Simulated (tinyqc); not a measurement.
Worked calculation: Kronig-Penney superlattice by transfer matrices. Values are carried at full precision from step to step, so a last printed digit may differ when a step is redone from the rounded ones.

Wells (width a, potential 0, mass mw) alternate with barriers (width b, height V0, mass mb); period d = a + b; c = hbar^2/2m0. The vector (psi, psi'/m) is continuous, and a layer of thickness t carries it by M = [[cos kt, (m/k) sin kt], [-(k/m) sin kt, cos kt]] with k = sqrt(m (E - V)/c); for E < V, k = i kappa gives [[cosh, (m/kappa) sinh], [(kappa/m) sinh, cosh]] of kappa t. A Bloch state obeys cos(q d) = tr(Mb Mw)/2.

Constants: hbar^2/2m0 = 3.80998211 eV angstrom^2; hbar = 6.58211957e-16 eV s.

Inputs chosen for the exercise (near those of an InGaAs superlattice with barriers of InP; not measured data):
```
symbol  value   unit      meaning
a       139     angstrom  well width
b       42      angstrom  barrier width
V0      0.25    eV        barrier height
mw      0.041   m0        mass in the wells
mb      0.0768  m0        mass in the barriers
E       0.0253  eV        trial energy
F       10      kV/cm     field along the axis
```

## Layer matrices at one energy

Form the matrix of the well and of the barrier at E.

k in the well = 0.01650 1/angstrom
kappa in the barrier = 0.06730 1/angstrom

Mw (angstrom units):
```
[[-0.66144, 1.8636],
 [-0.30183, -0.66144]]
```

Mb (angstrom units):
```
[[8.4739, 9.6024],
 [7.3739, 8.4739]]
```

## The matrix of one period

Multiply M = Mb Mw and take half the trace. If its size is at most 1, E lies in a miniband and q d = arccos(tr M/2); otherwise the state decays by exp(-arccosh|tr M/2|) a period.

M:
```
[[-8.5033, 9.4405],
 [-7.4351, 8.1370]]
```

tr M/2 = -0.1831
q d in a band, or the decay exponent in a gap = 1.755

E lies in a miniband; det M = 1.0000, as for any such product.

## Miniband edges

The edges are the energies where tr M/2 = +1 (q = 0) or -1 (q = pi/d); the first three minibands.

Minibands:
```
band  bottom (eV)  top (eV)  width (meV)
1          0.0237    0.0265          2.9
2          0.0953    0.1083         13.0
3          0.2105    0.2492         38.6
```

3 minibands of these lie wholly below V0. The first gap is 68.8 meV wide; the single well of width a has E1 = 0.0251 eV, inside the first miniband.

## Dispersion along the axis

Solve tr M/2 = cos(q d) inside each miniband at q d/pi = 0, 1/6, ..., 1. The cosine form is E_bottom + (W/2)(1 - cos q d) with the true width W.

Energies (eV):
```
q d/pi  band 1  cosine form  band 2
0.000   0.0237       0.0237  0.1083
0.167   0.0238       0.0239  0.1073
0.333   0.0243       0.0244  0.1047
0.500   0.0250       0.0251  0.1014
0.667   0.0258       0.0258  0.0983
0.833   0.0263       0.0263  0.0961
1.000   0.0265       0.0265  0.0953
```

The cosine form, which holds for hopping between neighbouring wells alone, misses band 1 by at most 0.1 meV, 2 % of its width.

## Mass along the axis

With f(E) = tr M/2, 1 - (q d)^2/2 = 1 + f'(E_bottom)(E - E_bottom) gives m_z = -2 c f'/d^2 (f' by a central difference of 1e-6 eV at the bottom of band 1). The cosine form gives 4 c/(W d^2), W the width of band 1 between tr M/2 = +1 and -1.

f' = -759.0 1/eV
m_z = 0.1765 m0
m_z of the cosine form = 0.1619 m0
W = 2.87 meV

The mass along the axis is 4.31 times mw.

## In a field along the axis

One-band picture: ladder spacing e F d, Bloch frequency e F d/(2 pi hbar), and extent W/(e F) of a Stark state, with W the width of band 1; 1 kV/cm = 1e-5 V/angstrom.

e F d = 18.100 meV
Bloch frequency = 4.377 THz
W/(e F d) = 0.16 periods

The state is confined to about one period: the miniband has broken into a ladder of single-well levels.

## Checks

- Bottom of band 1 from 121 plane waves (the mass step taken by inverting the matrix of m) against the transfer matrix, eV: both 0.0237.

Computed by tinyqc, a small Python program: `OMP_NUM_THREADS=1 python tinyqc.py 1252231 1252232 out.jsonl` (the numbers bound the seed that draws the inputs); one thread of a shared host (Intel(R) Xeon(R) Processor @ 2.30GHz), about 0.06 s for the whole set of steps.
